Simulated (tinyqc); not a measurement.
# Worked calculation: a clean chain and dephasing by Buettiker voltage probes

Computed by the program tinyqc: `OMP_NUM_THREADS=1 python tinyqc.py 2700130 2700131 out.jsonl`, one thread of a shared Intel Xeon 2.30GHz, about 0.01 s for the whole run. Printed values are rounded.

Sites 1 to 5 form a chain with hopping -t. Lead L joins site 1 and lead R site 5, both semi-infinite chains with hopping -t and site energy 0. Every site carries a probe with self-energy -i Gamma_p/2 that draws no net current. Linear response at zero temperature: mu_L = 1, mu_R = 0 in units of the bias.

Inputs (values chosen for the exercise): hopping (matrix element -t) t = 1 eV; site energies 1 to N U = [0, 0, 0, 0, 0] eV; Fermi energy E = 0.12 eV; probe broadening Gamma_p gp = 0.83 eV.

Constants: q = 1.602176634e-19 C, h = 6.62607015e-34 J s. Results are converted to the units shown.

## Green function

Sigma = t^2 g(E), g(x) = (x - i sqrt(4 t^2 - x^2))/(2 t^2) for |x| < 2 t and (x - sign(x) sqrt(x^2 - 4 t^2))/(2 t^2) otherwise; Gamma = -2 Im Sigma; G = (E - H - Sigma_L - Sigma_R + i Gamma_p/2)^(-1).

Sigma = 0.060000-0.998198i eV
Gamma = 1.99640 eV

G (1/eV):
```
                     1                    2                    3                    4
1  -0.000948-0.443681i   0.373047+0.027960i  -0.032215+0.285511i  -0.250694-0.048852i
2   0.373047+0.027960i   0.017130-0.528868i   0.405417+0.028395i  -0.053996+0.357212i
3  -0.032215+0.285511i   0.405417+0.028395i  -0.004651-0.457167i   0.405417+0.028395i
4  -0.250694-0.048852i  -0.053996+0.357212i   0.405417+0.028395i   0.017130-0.528868i
5   0.042024-0.175611i  -0.250694-0.048852i  -0.032215+0.285511i   0.373047+0.027960i

                     5
1   0.042024-0.175611i
2  -0.250694-0.048852i
3  -0.032215+0.285511i
4   0.373047+0.027960i
5  -0.000948-0.443681i
```

## Transmissions between terminals

With Gamma the broadening by one lead, T_RL = Gamma^2 |G_(5,1)|^2, T_pL = Gamma Gamma_p |G_(p,1)|^2, T_pR = Gamma Gamma_p |G_(p,5)|^2, T_pq = Gamma_p^2 |G_(p,q)|^2 for p != q.

T_RL = 0.129951

```
probe      T_pL      T_pR
1      0.326189  0.054027
2      0.231892  0.108094
3      0.136794  0.136794
4      0.108094  0.231892
5      0.054027  0.326189
```

T_pq:
```
          1         2         3         4         5
1  0.000000  0.096409  0.056872  0.044940  0.022462
2  0.096409  0.000000  0.113785  0.089913  0.044940
3  0.056872  0.113785  0.000000  0.113785  0.056872
4  0.044940  0.089913  0.113785  0.000000  0.096409
5  0.022462  0.044940  0.056872  0.096409  0.000000
```

## Probe potentials and effective transmission

No current into probe p: W mu = T_pL with W_pp = T_pL + T_pR + sum_q T_pq and W_pq = -T_pq. Then T_eff = T_RL + sum_p T_pR mu_p, and the resistance is (h/2q^2)/T_eff.

W:
```
           1          2          3          4          5
1   0.600898  -0.096409  -0.056872  -0.044940  -0.022462
2  -0.096409   0.685032  -0.113785  -0.089913  -0.044940
3  -0.056872  -0.113785   0.614901  -0.113785  -0.056872
4  -0.044940  -0.089913  -0.113785   0.685032  -0.096409
5  -0.022462  -0.044940  -0.056872  -0.096409   0.600898
```

mu_p, probe 1 to 5: [0.726137, 0.594895, 0.500000, 0.405105, 0.273863]
T_eff = 0.485155
resistance = 26.6026 kohm

Without probes the transmission is 1.000. With them, 26.8 % of the current crosses without entering a probe.

## Current at both leads

In units of (2 q^2/h) times the bias, T_RL + sum_p T_pL (1 - mu_p) leaves L and T_RL + sum_p T_pR mu_p enters R.

current leaving L = 0.485155
current entering R = 0.485155

The two are equal: the probes conserve the current.
